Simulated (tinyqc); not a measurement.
Hueckel theory of the pi electrons, for the molecule c1ccc2cccc-2cc1 (SMILES; centres numbered as the heavy atoms are written), step by step. One step of it, computed by the program tinyqc.

Question. Orbitals. Diagonalise; E = alpha + x beta with beta < 0, so the largest x are filled first; degenerate levels share their electrons. P = sum n_i c_ri c_si; each orbital has its largest coefficient positive (the first on a tie).

Hueckel matrix in units of beta (H = alpha + beta A), lower triangle:
```
           1C        2C        3C        4C        5C        6C        7C        8C
1C   0.000000
2C   1.000000  0.000000
3C   0.000000  1.000000  0.000000
4C   0.000000  0.000000  1.000000  0.000000
5C   0.000000  0.000000  0.000000  1.000000  0.000000
6C   0.000000  0.000000  0.000000  0.000000  1.000000  0.000000
7C   0.000000  0.000000  0.000000  0.000000  0.000000  1.000000  0.000000
8C   0.000000  0.000000  0.000000  1.000000  0.000000  0.000000  1.000000  0.000000
9C   0.000000  0.000000  0.000000  0.000000  0.000000  0.000000  0.000000  1.000000
10C  1.000000  0.000000  0.000000  0.000000  0.000000  0.000000  0.000000  0.000000

           9C       10C
9C   0.000000
10C  1.000000  0.000000
```

pi electrons, sum of z_r less the charge = 10

Give: x values; occupations; coefficients; charge and bond-order matrix P.

Answer.

x values: 2.3103  1.6516  1.3557  0.8870  0.4773  -0.4004  -0.7376  -1.5792  -1.8692  -2.0953

occupations: 2.0000  2.0000  2.0000  2.0000  2.0000  0.0000  0.0000  0.0000  0.0000  0.0000

coefficients:
```
        MO1      MO2      MO3      MO4      MO5      MO6      MO7      MO8
1C   0.1730   0.5247   0.0000   0.3603   0.0000   0.5109   0.0000   0.3416
2C   0.1998   0.4333   0.3571   0.1598  -0.3355  -0.1023   0.4841  -0.2697
3C   0.2886   0.1909   0.4841  -0.2186  -0.1601  -0.4699  -0.3571   0.0844
4C   0.4670  -0.1180   0.2992  -0.3536   0.2591   0.2904  -0.2207   0.1365
5C   0.3233  -0.2678   0.2207   0.2585   0.5428   0.0632   0.2992  -0.4364
6C   0.2799  -0.3243   0.0000   0.5829   0.0000  -0.3157   0.0000   0.5527
7C   0.3233  -0.2678  -0.2207   0.2585  -0.5428   0.0632  -0.2992  -0.4364
8C   0.4670  -0.1180  -0.2992  -0.3536  -0.2591   0.2904   0.2207   0.1365
9C   0.2886   0.1909  -0.4841  -0.2186   0.1601  -0.4699   0.3571   0.0844
10C  0.1998   0.4333  -0.3571   0.1598   0.3355  -0.1023  -0.4841  -0.2697

         MO9     MO10
1C    0.4328   0.0000
2C   -0.4045   0.1601
3C    0.3233  -0.3355
4C   -0.1998   0.5428
5C    0.2500  -0.2591
6C   -0.2675   0.0000
7C    0.2500   0.2591
8C   -0.1998  -0.5428
9C    0.3233   0.3355
10C  -0.4045  -0.1601
```

charge and bond-order matrix P, lower triangle:
```
          1C       2C       3C       4C       5C       6C       7C      8C
1C    0.8700
2C    0.6389   0.9864
3C    0.1427   0.6640   0.8549
4C   -0.2170   0.0112   0.5858   1.0274
5C    0.0171  -0.2269   0.0112   0.5956   1.1729
6C    0.1766   0.0171  -0.2170  -0.0744   0.6560   1.0466
7C    0.0171   0.1864  -0.0684  -0.2310  -0.2006   0.6560   1.1729
8C   -0.2170  -0.0684   0.1725   0.4009  -0.2310  -0.0744   0.5956  1.0274
9C    0.1427  -0.2422  -0.1849   0.1725  -0.0684  -0.2170   0.0112  0.5858
10C   0.6389   0.0262  -0.2422  -0.0684   0.1864   0.0171  -0.2269  0.0112

         9C     10C
9C   0.8549
10C  0.6640  0.9864
```
